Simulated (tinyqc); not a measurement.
Valley-orbit splitting of a donor ground state, with strain: one step, computed by the program tinyqc. Command: `OMP_NUM_THREADS=1 python tinyqc.py 3025717 3025718 out.jsonl valleyorbit walk`. One thread of a shared host (Intel(R) Xeon(R) Processor @ 2.30GHz), about 0.01 s of CPU time with the checks.

The basis is the 1s envelope in each valley; energies are counted from the unstrained conduction-band edge. The strain is e_s (a a^T - 1/3) for the unit stress axis a, so valley j along n_j moves by Xi_u e_s w_j with w_j = (n_j.a)^2 - 1/3: +1/6 for x and y, -1/3 for z. The splitting at the zone boundary that a [110] shear adds for <100> valleys is left out.

Task: Populations and ionisation. H_jj = -(E_0 + Lambda) + Xi_u e_s w_j; H_jk = -Delta_2 between opposite valleys and -Delta_1 between perpendicular ones. z = sum over levels of exp(-(E - E_ground)/k_B T), the ground-state share being 1/z; N_c = 2 (2 pi m_e k_B T/h^2)^(3/2) sum_j exp(-(shift_j - lowest shift)/k_B T); n1 = N_c/(2 z) exp(-binding/k_B T), binding = lowest shift - E_ground; without compensation n = 2 N_D/(1 + sqrt(1 + 4 N_D/n1)) (Boltzmann statistics; p and higher states left out).

Inputs (values chosen for the exercise, modelled on donors in silicon):

| quantity | value | unit |
|---|---|---|
| single-valley binding energy E_0 | 30.3 | meV |
| central-cell shift Lambda | 0.824 | meV |
| coupling Delta_1 | 2.68 | meV |
| coupling Delta_2 | 1.98 | meV |
| shear deformation potential Xi_u | 8.91 | eV |
| shear strain e_s | -8.5e-05 | - |
| temperature T | 77 | K |
| donor density N_D | 1.8e+15 | cm^-3 |
| density-of-states mass of one valley m_e | 0.324 | m_0 |

Valleys: six along <100>. Stress axis: [110].

Constants: k_B = 8.617333262e-05 eV/K; m_0 = 9.1093837015e-31 kg; k_B = 1.380649e-23 J/K; h = 6.62607015e-34 J s.

Give: partition sum z; share of neutral donors in the ground state; N_c; n1; free electrons n.

Result:

partition sum z = 1.506

share of neutral donors in the ground state = 0.6642

N_c = 3.544e+18 cm^-3

n1 = 1.624e+15 cm^-3

free electrons n = 1.081e+15 cm^-3
